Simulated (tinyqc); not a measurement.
# Ideality, resistance and saturation current from three points

Inverse problem. Well above I0 a diode obeys V = n Vt ln(I/I0) + Rs I. Find n, Rs and I0.

Values chosen for this exercise:
- T = 300 K (temperature)

Constants: q = 1.602176634e-19 C, kB = 1.380649e-23 J/K, Vt = kB T/q. Results are converted to the units shown.

I (A): [0.00013, 0.0011, 0.0092]
V (V): [0.10453157, 0.19462840, 0.48402226]

Answer. The equation is linear in a = n Vt, Rs and c = -a ln I0; three points give a 3 x 3 system.

n = 1.14
Rs = 28.0 ohm
I0 = 4.24e-6 A

Program tinyqc, `OMP_NUM_THREADS=1 python tinyqc.py 2640059 2640060 out.jsonl`; Intel Xeon 2.30GHz, shared host, one thread, about 0.01 s.
